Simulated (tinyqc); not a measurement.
Changing the temperature T: polytypes and stacking faults of a tetrahedral semiconductor in an axial Ising model with couplings up to third neighbours. Computed by tinyqc, a small Python program. Command: `OMP_NUM_THREADS=1 python tinyqc.py 3021328 3021329 out.jsonl polytype sweep`. One thread of a shared host (Intel(R) Xeon(R) Processor @ 2.30GHz), about 0.02 s of CPU time with the checks.

Each double layer has s = +1 or -1 for the sense of its stacking step; E per pair of atoms = E0 - sum_n J_n <s_i s_(i+n)>, n = 1, 2, 3. Hexagonality h = (1 - <s_i s_(i+1)>)/2.

Inputs (values chosen for the exercise, of the order of those of silicon for J, a, G and the gaps): J1 = 11 meV/pair; J2 = -0.733 meV/pair; J3 = -0.36 meV/pair; basal lattice constant a = 3.84 angstrom; binding energy of the fault level E_b = 0.12 eV; in-plane mass m = 0.29 m0; effective density of states N_c at 300 K = 3.9e+19 1/cm^3; electron density n = 7.1e+15 1/cm^3.

Host polytype: 3C.

fault coefficients k_n, rows intrinsic, extrinsic, twin boundary, columns J1, J2, J3:
$$\begin{pmatrix}
4 & 4 & 4 \\
4 & 8 & 8 \\
2 & 4 & 6
\end{pmatrix}$$

Constants: 1 eV/angstrom^2 = 16.02176634 J/m^2; m_0 = 9.1093837015e-31 kg; hbar = 1.054571817e-34 J s; k_B = 1.380649e-23 J/K; k_B = 8.617333262e-05 eV/K.

Method:
- Faults in 3C: the sequences intrinsic (-), extrinsic (--), twin boundary (+ turns to -) are put between perfect repeats; k_n = (layers x C_n of the host) - sum_i s_i s_(i+n). gamma = sum k_n J_n/A, A = (sqrt 3/2) a^2; 1 meV/angstrom^2 = 16.02177 mJ/m^2.
- The fault binds electrons in a two-dimensional band E_b below the conduction edge, g2 = m m0/(pi hbar^2) for one valley. With the Fermi level held by the bulk, eta = ln[n/N_c(T)], N_c(T) = N_c (T/300)^1.5, the grand potential falls by g2 (k_B T)^2 F1(x), x = eta + E_b/(k_B T), F1(x) = integral from 0 to infinity of ln(1 + exp(x - t)) dt; sheet density g2 k_B T ln(1 + e^x). Band bending by the trapped charge is left out, so the gain is an upper bound.
- Net fault energy = gamma of the intrinsic fault less the electronic gain.

One run for each value:
```
temperature T (K)  electronic gain (mJ/m^2)  sheet density (1/cm^2)  net fault energy (mJ/m^2)        x
250                               0.0055719              1.5899e+11                     49.713  -2.7676
281                               0.0032220              8.2469e+10                     49.715  -3.5574
312                               0.0020820              4.8154e+10                     49.717  -4.2068
344                               0.0014456              3.0373e+10                     49.717  -4.7684
375                               0.0010809              2.0850e+10                     49.718  -5.2325
406                               0.0008474              1.5104e+10                     49.718  -5.6352
438                               0.0006853              1.1325e+10                     49.718  -5.9996
469                               0.0005748              8.8728e+09                     49.718  -6.3123
500                               0.0004938              7.1500e+09                     49.718  -6.5924
```

Describe the trends.

Over the rows, electronic gain (mJ/m^2) falls from 0.00557 to 4.94e-4 (exponent d ln y / d ln x -4.7 between the first rows and -2.4 between the last); sheet density (1/cm^2) falls from 1.59e11 to 7.15e9 (exponent d ln y / d ln x -5.6 between the first rows and -3.4 between the last); net fault energy (mJ/m^2) rises from 49.7131 to 49.7182.
